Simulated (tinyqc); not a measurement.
From results back to parameters: band gaps under pressure and temperature from deformation potentials. Two cases, with inputs chosen for the exercise.

Problem. A gap moves by a ln(V/V0) with V/V0 = (1 + Bp P/B0)^(-1/Bp). B0 and the shifts at two pressures are given.

Case 1.

Values chosen (out of a larger set: near those of GaAs, the X and L potentials typical of such crystals; not measured data): P12 = (5, 8) GPa (two pressures).

B0 = 77.8000 GPa

shifts at the two pressures (eV): 0.4583502  0.6829149

Case 2.

Values chosen (out of a larger set: near those of InP, the X and L potentials typical of such crystals; not measured data): P12 = (1.5, 8) GPa (two pressures).

B0 = 71.8333 GPa

shifts at the two pressures (eV): 0.1297984  0.5798983

Find: ratio of the shifts; Bp; a.

Solution. The ratio of the shifts, ln(1 + Bp P2/B0)/ln(1 + Bp P1/B0), falls steadily from P2/P1 as Bp grows and so fixes Bp; then a = -shift x Bp/ln(1 + Bp P/B0).

Case 1.

ratio of the shifts = 1.4899
Bp = 4.93
a = -8.21 eV

Case 2.

ratio of the shifts = 4.4677
Bp = 4.92
a = -6.53 eV

Computed by tinyqc, one run a case: `OMP_NUM_THREADS=1 python tinyqc.py N N+1 out.jsonl` with N = 1051408, 1051497; one thread of a shared Intel(R) Xeon(R) Processor @ 2.30GHz, about 0.01 s a run at most.
